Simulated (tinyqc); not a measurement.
# Pelgrom slope, floor and doping from two device sizes

Question. s^2 = A^2/(L W) + s0^2, with s0 independent of size and A = (q/Cox) sqrt(Na Wd/3) from random dopants alone, Cox = 3.9 eps0/ti. Find A, s0 and Na.

Values chosen for this exercise:
- ti = 1.1 nm (oxide-equivalent thickness in inversion)

Constants: q = 1.602176634e-19 C, eps0 = 8.8541878128e-14 F/cm where lengths are in cm. Results are converted to the units shown.

s for gate areas 0.00052 and 0.0047 um^2 (mV): 30.4482908  10.5155526
Wd = 23.9059780 nm

Solution. s^2 is linear in 1/area: slope A^2, intercept s0^2.

A = 0.691 mV um
s0 = 3.00 mV
Na = 2.30e18 cm^-3

Numbers from tinyqc (`OMP_NUM_THREADS=1 python tinyqc.py 2090152 2090153 out.jsonl`; about 0.01 s on one thread of a shared Intel Xeon 2.30GHz).
